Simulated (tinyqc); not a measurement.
# Level and coupling from the resonance

Question. One site of energy u is joined by hoppings -tc to two semi-infinite chains with hopping -t, t = 1 eV, and site energy 0. Each gives Sigma = tc^2 (E - i sqrt(4 t^2 - E^2))/(2 t^2) and Gamma = -2 Im Sigma; T(E) = 1 where E - u - 2 Re Sigma = 0. Find tc and u.

energy of full transmission = 0.37207654 eV
Gamma of one lead at that energy = 0.85599102 eV

Answer. Gamma = tc^2 sqrt(4 t^2 - E^2)/t^2 gives tc, and u = E (1 - tc^2/t^2).

tc = 0.660 eV
u = 0.210 eV

Numbers from tinyqc (`OMP_NUM_THREADS=1 python tinyqc.py 2660124 2660125 out.jsonl`; about 0.01 s on one thread of a shared Intel Xeon 2.30GHz).
